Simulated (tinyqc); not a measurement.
Leakage against temperature: trap-assisted generation and recombination current of an abrupt junction. Computed by tinyqc, a small Python program. Command: `OMP_NUM_THREADS=1 python tinyqc.py 3021506 3021507 out.jsonl junctionleak walk`. One thread of a shared host (Intel(R) Xeon(R) Processor @ 2.30GHz), about 0.01 s of CPU time with the checks.

Depletion approximation, flat quasi-Fermi levels across the depleted layer, long neutral regions with minority lifetimes tau_n and tau_p, full ionisation and Boltzmann statistics. Voltages in exponents stand for e V.

Inputs (values chosen for the exercise, with bands and screening modelled on GaSb): gap E_g = 0.733 eV; electron mass m_e = 0.0404 m_0; valleys M_c = 1; hole mass m_h = 0.386 m_0; dielectric constant eps = 15.2; acceptor density N_A = 1.8e+16 cm^-3; donor density N_D = 6.2e+18 cm^-3; capture time tau_n = 5.9e-06 s; capture time tau_p = 1.8e-05 s; trap level E_t - E_i = 0 eV; electron diffusion coefficient D_n = 38 cm^2/s; hole diffusion coefficient D_p = 1.3 cm^2/s; reverse bias V_r = 5.5 V; temperature T = 300 K.

Field enhancement: none.

Constants: k_B = 8.617333262e-05 eV/K; m_0 = 9.1093837015e-31 kg; k_B = 1.380649e-23 J/K; h = 6.62607015e-34 J s; e = 1.602176634e-19 C; eps_0 = 8.8541878128e-12 F/m.

Method:
- N_c = 2 M_c (2 pi m_e k_B T/h^2)^(3/2) and N_v = 2 (2 pi m_h k_B T/h^2)^(3/2), masses in units of m_0.
- n_i = sqrt(N_c N_v) exp(-E_g/2 k_B T); V_bi = (k_B T/e) ln(N_A N_D/n_i^2); diffusion saturation current J_d0 = e n_i^2 [sqrt(D_n/tau_n)/N_A + sqrt(D_p/tau_p)/N_D].
- W = sqrt(2 eps eps_0 (V_bi - V)(1/N_A + 1/N_D)/e), x_p = W N_D/(N_A + N_D), x_n = W - x_p, peak field F_m = 2 (V_bi - V)/W; reverse bias means V = -V_r.
- Potential from the p edge: phi = (V_bi - V) x^2/(x_p W) on the p side and (V_bi - V)[1 - (W - x)^2/(x_n W)] on the n side; p = N_A exp(-phi/k_B T), n = n_i^2 exp(V/k_B T)/p; U = (n p - n_i^2)/[tau_p (n + n_i exp(dE/k_B T)) + tau_n (p + n_i exp(-dE/k_B T))], dE = E_t - E_i, n1 = n_i exp(dE/k_B T), p1 = n_i exp(-dE/k_B T); J_t = e int U dx by the trapezoid rule on 400 intervals on each side.
- The gap, capture times and diffusion coefficients are held fixed. J_g = -J_t at V = -V_r. The last column is -k_B d ln(J_g + J_d0)/d(1/T) from this row and the one above.

Reverse current:
```
T (K)  generation (A/cm^2)  diffusion (A/cm^2)  activation energy (eV)
240             6.2042e-09          5.7489e-12                       -
270             5.3461e-08          4.2005e-10                 0.40217
300             3.0516e-07          1.3452e-08                 0.41349
340             1.9764e-06          5.5022e-07                 0.45501
380             8.8372e-06          1.0694e-05                 0.56925
420             3.0298e-05          1.2173e-04                 0.70556
480             1.3500e-04          2.2847e-03                 0.80126
```

What does the comparison show, and why?

The activation energy goes from 0.402 to 0.801 eV. Generation alone gives about E_g/2 + dE if tau_p exp(dE/k_B T) exceeds tau_n exp(-dE/k_B T), else E_g/2 - dE, here 0.366 eV, plus 1.5 k_B T and diffusion E_g = 0.733 eV plus 3 k_B T; diffusion takes over by 380 K.

Extremes, crossings and ranges named in words are read from the listed rows.
